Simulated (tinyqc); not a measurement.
Epitaxial growth on a vicinal surface: Burton-Cabrera-Frank step flow, step-edge barrier and island nucleation: one step, computed by the program tinyqc. Command: `OMP_NUM_THREADS=1 python tinyqc.py 3023135 3023136 out.jsonl stepflow walk`. One thread of a shared host (Intel(R) Xeon(R) Processor @ 2.30GHz), about 0.01 s of CPU time with the checks.

Adatoms land at rate F, hop on a square grid (a simplification for hexagonal faces), desorb, or join steps. Lengths are in units of a and n is the adatom coverage. Steps ascend at x = 0 and descend at x = l.

Problem. Step flow or islands. Island density on a flat surface without desorption: N = 0.25 (F/D)^(i/(i+2)) exp(E_i/((i+2) k_B T)) per site, with E_i = 0 for i = 1; spacing l_n = N^(-1/2). Step flow needs an effective width l_eff = 2 x(peak) below l_n. Temperatures in kelvin are T(C) + 273.15.

Inputs (values chosen for the exercise, close to those used for 4H-SiC(0001)):

| quantity | value | unit |
|---|---|---|
| deposition rate F | 1.6 | layers/s |
| temperature T | 1430 | C |
| critical nucleus size i | 3 | - |
| binding energy of the critical nucleus E_i | 0.91 | eV |

D = 2.524612e+07 a^2/s

position of the peak = 118.3876 a

Constants: k_B = 8.617333262e-05 eV/K.

Give: island density N on a flat surface; island spacing l_n; ratio l_eff/l_n.

Solution.

island density N on a flat surface = 4.1462e-05 per site

island spacing l_n = 155.30 a

ratio l_eff/l_n = 1.5246

Islands nucleate on the terraces, and a step-flow solution would overstate the coverage. Caution: twice the distance from the ascending step to the coverage peak exceeds the expected island spacing [0.25 (F/D)^(i/(i+2)) exp(E_i/((i+2) k_B T))]^(-1/2) by 40 % or more, so islands nucleate and the step-flow values are formal. Caution: the prefactor 0.25 and the criterion are estimates, good to a factor of about two in length.
